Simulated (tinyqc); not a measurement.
Shockley state of an s-p chain by decimation, step by step. Values are carried at full precision from step to step, so a last printed digit may differ when a step is redone from the rounded ones.

Each site has s at -d/2 and p at +d/2: H0 = diag(-d/2, d/2). The block to the next site on the right is H1 = [[-ts, u], [-u, tp]] (rows s, p of site n; columns s, p of site n + 1). Bulk: H(k) = [[-d/2 - 2 ts cos k, 2i u sin k], [-2i u sin k, d/2 + 2 tp cos k]]. The bands are inverted at k = pi if d < 2 (ts + tp).

Parameters, chosen for this exercise:

| symbol | value | unit | meaning |
|---|---|---|---|
| d | 3.05 | eV | Ep - Es |
| ts | 0.66 | eV | s-s hopping |
| tp | 1.48 | eV | p-p hopping |
| u | 1.17 | eV | s-p hopping |
| E | 0.08 | eV | energy |
| eta | 0.05 | eV | broadening |

## Bulk bands

Levels and s weight of the lower band at k = j pi/6.

Bands:

| k/pi | lower (eV) | upper (eV) | s weight, lower |
|---|---|---|---|
| 0.000 | -2.8450 | 4.4850 | 1.000 |
| 0.167 | -2.8650 | 4.2853 | 0.972 |
| 0.333 | -2.8825 | 3.7025 | 0.894 |
| 0.500 | -2.7931 | 2.7931 | 0.773 |
| 0.667 | -2.4870 | 1.6670 | 0.610 |
| 0.833 | -1.9253 | 0.5050 | 0.365 |
| 1.000 | -1.4350 | -0.2050 | 0.000 |

The lower band is s-like at k = 0 and p-like at pi: the bands are inverted, and the gap is a hybridisation gap that can hold a Shockley state.

## First round of decimation

Decimation (Sancho-Rubio) at z = E + i eta: start with es = e = H0, A = H1, B = H1^T. Each round forms g = (z - e)^-1 and sets es += A g B, e += A g B + B g A, A = A g A, B = B g B, doubling the length covered. Stop when all |A| < 1e-10. Surface G = (z - es)^-1, bulk G = (z - e)^-1; densities -Im tr G/pi.

Carry out one round.

g (1/eV):
```
                s                p
s  0.6224-0.0194i           0.0000
p          0.0000  -0.6912-0.0239i
```

es (eV):
```
                 s                p
s  -2.2001-0.0412i  -0.7163-0.0564i
p  -0.7163-0.0564i   0.8630-0.0789i
```

e (eV):
```
                 s               p
s  -2.8751-0.0824i          0.0000
p           0.0000  0.2011-0.1579i
```

A (eV):
```
                s                p
s  1.2173+0.0243i  -1.6776-0.0264i
p  1.6776+0.0264i  -2.3661-0.0258i
```

## Course of the decimation

All rounds.

Rounds:

| round | sites covered | largest \|A\| (eV) | surface density (1/eV) |
|---|---|---|---|
| 1 | 2 | 2.37 | 0.04291 |
| 2 | 4 | 23.7 | 0.12659 |
| 3 | 8 | 1.47 | 0.03545 |
| 4 | 16 | 2.32 | 0.10371 |
| 5 | 32 | 1.02 | 0.13163 |
| 6 | 64 | 0.424 | 0.13666 |
| 7 | 128 | 0.0614 | 0.13454 |
| 8 | 256 | 0.00127 | 0.13443 |
| 9 | 512 | 5.49e-07 | 0.13443 |
| 10 | 1024 | 1.02e-13 | 0.13443 |

surface G (1/eV):
```
                 s                p
s   0.7243-0.1578i  -0.2266+0.1879i
p  -0.2266+0.1879i  -0.2377-0.2646i
```

densities (1/eV): surface 0.13443, bulk 0.19265

Converged in 10 rounds. E lies outside the bulk gap (-1.435 to -0.205 eV); once |A| is small it falls roughly as its square in each round, up to a factor.

## Checks

- Surface G against the Dyson relation G = (z - H0 - H1 G H1^T)^-1: they agree to 1e-10 or better.

Run: tinyqc, `OMP_NUM_THREADS=1 python tinyqc.py 1451219 1451220 out.jsonl`; Intel(R) Xeon(R) Processor @ 2.30GHz, one thread, shared host; about 0.2 s of CPU time with all checks.
